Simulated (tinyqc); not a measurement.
Lattice vibrations of a chain, step by step. One step of it, computed by the program tinyqc.

Question. Frequencies. omega^2 are the eigenvalues; wavenumber = 521.4708 sqrt(eigenvalue) 1/cm.

D(q) (eV/(angstrom^2 u)):
```
                     1                    2                    3                    4
1             0.975143            -0.493755  -0.051542+0.030482i  -0.212955+0.387364i
2            -0.493755             2.111607            -0.492141  -0.094156+0.055684i
3  -0.051542-0.030482i            -0.492141             0.362847            -0.118307
4  -0.212955-0.387364i  -0.094156-0.055684i            -0.118307             0.564516
```

Give: eigenvalues; wavenumbers; weights |e|^2 of the mass-weighted modes.

Answer.

eigenvalues: 0.030  0.423  1.164  2.397

wavenumbers (1/cm): 90.2  339.0  562.7  807.4

weights |e|^2 of the mass-weighted modes:
```
        mode 1  mode 2  mode 3  mode 4
atom 1   0.187   0.144   0.565   0.105
atom 2   0.078   0.012   0.063   0.847
atom 3   0.439   0.487   0.029   0.046
atom 4   0.296   0.358   0.344   0.002
```
